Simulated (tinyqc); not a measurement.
Inside a calculation. Method: one-electron ion in a basis of Gaussians. Computed by tinyqc, a small Python program that keeps every step. Settings: Z = 3, l = 0. Command: `OMP_NUM_THREADS=1 python tinyqc.py 28994 28995 out.jsonl` (the two numbers bound the seeds that draw the settings). One thread of a shared host (Intel(R) Xeon(R) Processor @ 2.60GHz), about 0.01 s of CPU time with the checks.

## Matrices over normalised Gaussians

exponents of r^l exp(-a r^2) (1/bohr^2): 0.285900  1.214000  5.156000  21.890000

Z = 3

l = 0

With p = a_i + a_j and I(k) = Gamma((k+1)/2) / (2 p^((k+1)/2)): S = I(2l+2), T = (2l+3) a_i a_j S / p, V = -Z I(2l+1), each divided by sqrt(S_ii S_jj).

S, lower triangle:
```
          1         2         3         4
1  1.000000
2  0.696268  1.000000
3  0.298067  0.696201  1.000000
4  0.107169  0.298100  0.696321  1.000000
```

T (hartree), lower triangle:
```
          1         2         3          4
1  0.428850
2  0.483357  1.821000
3  0.242221  2.052334  7.734000
4  0.090734  1.028635  8.717387  32.835000
```

V (hartree), lower triangle:
```
           1          2           3           4
1  -2.559755
2  -2.886580  -5.274735
3  -2.353781  -5.948132  -10.870456
4  -1.708382  -4.850455  -12.258498  -22.398255
```

## Generalised eigenproblem

H = T + V (hartree), lower triangle:
```
           1          2          3          4
1  -2.130905
2  -2.403223  -3.453735
3  -2.111560  -3.895798  -3.136456
4  -1.617648  -3.821820  -3.541111  10.436745
```

Solve H C = S C e through S^(-1/2); each column has its largest component positive (the first on a tie).

eigenvalues of S: 0.103026  0.364608  1.093604  2.438761

eigenvalues (hartree): -4.452767  -1.079758  3.110795  31.948403

coefficients:
```
          1          2          3          4
1  0.013860   1.269148  -0.791754   0.252920
2  0.599123  -0.550401   1.807257  -0.810170
3  0.408454  -0.196185  -1.312194   1.630285
4  0.113519  -0.049269  -0.061532  -1.510982
```

For Z = 3 and l = 0 the exact lowest level is -Z^2/(2 n^2) with n = l + 1: -4.500000 hartree.
